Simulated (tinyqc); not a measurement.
Inside a calculation. Method: RHF in the 3-21g basis, for He, spin multiplicity 1. One step of it, computed by the program tinyqc.

Problem. Iteration 1: building the Fock matrix. J_ij = sum D_kl (ij|kl), K_ij = sum D_kl (ik|jl); F = H + J - 0.5 K; E = tr D H + tr D J / 2 - 0.25 tr D K + E_nn.

D at the start:
```
           1He 1s     1He 2s
1He 1s   0.041332  -0.310191
1He 2s  -0.310191   2.327929
```

core Hamiltonian H = T + V (hartree):
```
           1He 1s     1He 2s
1He 1s  -1.573565  -1.656343
1He 2s  -1.656343  -1.400640
```

Two-electron integrals (ij|kl) in chemists' order, unique and non-zero (hartree):
```
(11|11) 1.803255   (21|11) 0.876507   (21|21) 0.452077   (22|11) 0.917008
(22|21) 0.514678   (22|22) 0.698314
```

nuclear repulsion = 0 hartree

Give: Coulomb J; exchange K; Fock matrix F; total energy of this density.

Solution.

Coulomb J (hartree):
```
        1He 1s  1He 2s
1He 1s   1.665   0.954
1He 2s   0.954   1.344
```

exchange K (hartree):
```
        1He 1s  1He 2s
1He 1s   0.583   0.810
1He 2s   0.810   1.325
```

Fock matrix F (hartree):
```
        1He 1s  1He 2s
1He 1s  -0.200  -1.107
1He 2s  -1.107  -0.719
```

total energy of this density = -1.64648 hartree

This density is the starting one.
